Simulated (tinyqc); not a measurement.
Comparisons within one model: shallow donor in an anisotropic valley (effective-mass theory). A value that a table varies takes the place of the one given here.

One valley: H = -c [(d2/dx2 + d2/dy2)/mt + (d2/dz2)/ml] - q/(eps r), c = hbar^2/2m0, q = e^2/(4 pi eps0). Trial function exp(-sqrt((x^2 + y^2)/a^2 + z^2/b^2)) with a > b: T = (c/3)(2/(mt a^2) + 1/(ml b^2)), V = -(q/eps) atan(u/b)/u, u = sqrt(a^2 - b^2). The central cell of the impurity is left out.

Constants: hbar^2/2m0 = 3.80998211 eV angstrom^2; e^2/(4 pi eps0) = 14.39964547 eV angstrom; Ry = 13.60569312 eV; a0 (Bohr radius) = 0.5291772105 angstrom.

Inputs chosen for the exercise (near those of 3C SiC; shifted at random, so the results belong to these values and not to a real crystal): mt = 0.245 m0 (transverse mass); eps = 10 (dielectric constant); xs = (1.5, 1.9, 4, 5, 12, 19, 34, 200) (ratios ml/mt); ml = 0.681 m0 (longitudinal mass).

## Mass anisotropy

mt and eps fixed, ml varied. Energies in units of Ry*(mt) = Ry mt/eps^2 and lengths in a*(mt) = a0 eps/mt; the last two columns use one mass, 3/(1/ml + 2/mt) or (ml mt^2)^(1/3).

Results:
```
ml/mt   a/a*    b/a  binding  conductivity mass  density-of-states mass
1.50   0.920  0.866    1.139              1.125                   1.145
1.90   0.878  0.796    1.223              1.188                   1.239
4.00   0.771  0.613    1.496              1.333                   1.587
5.00   0.744  0.567    1.580              1.364                   1.710
12.0   0.658  0.418    1.906              1.440                   2.289
19.0   0.623  0.357    2.072              1.462                   2.668
34.0   0.586  0.293    2.272              1.478                   3.240
200    0.512  0.160    2.789              1.496                   5.848
```

What can be read from the table?

The binding grows from 1.14 to 2.79 Ry*(mt); for ml going to infinity the exact problem becomes two-dimensional, with 4 Ry*. The conductivity mass saturates at 1.5 and underbinds, by 14 % at ml/mt = 5; the density-of-states mass errs by +8 % there and by +110 % in the last row. With these mt and eps one unit is 33.33 meV.

## What each parameter does

The minimum of the trial energy. Each row changes one parameter from the base and keeps the others.

Results:
```
case           E (meV)  a (angstrom)  b (angstrom)    b/a
base            -45.37         17.70         12.32  0.696
ml = 0.851 m0   -48.12         17.04         10.97  0.644
mt = 0.27 m0    -48.69         16.34         11.77  0.720
eps = 9         -56.01         15.93         11.09  0.696
```

What does this show?

The largest shifts from the base row, up to three for each result and ties (the steps differ in size, so this ranks the rows, not the parameters). E (meV): eps -10.64, mt -3.32, ml -2.75. a (angstrom): eps -1.77, mt -1.36, ml -0.66. b (angstrom): ml -1.35, eps -1.23, mt -0.55. b/a: ml -0.052, mt +0.024; unchanged at the printed digits by eps. eps only rescales the solution (E as 1/eps^2, lengths as eps), so b/a depends on ml/mt alone.

Run: tinyqc, `OMP_NUM_THREADS=1 python tinyqc.py 1281960 1281961 out.jsonl`; Intel(R) Xeon(R) Processor @ 2.30GHz, one thread, shared host; about 0.01 s of CPU time with all checks.
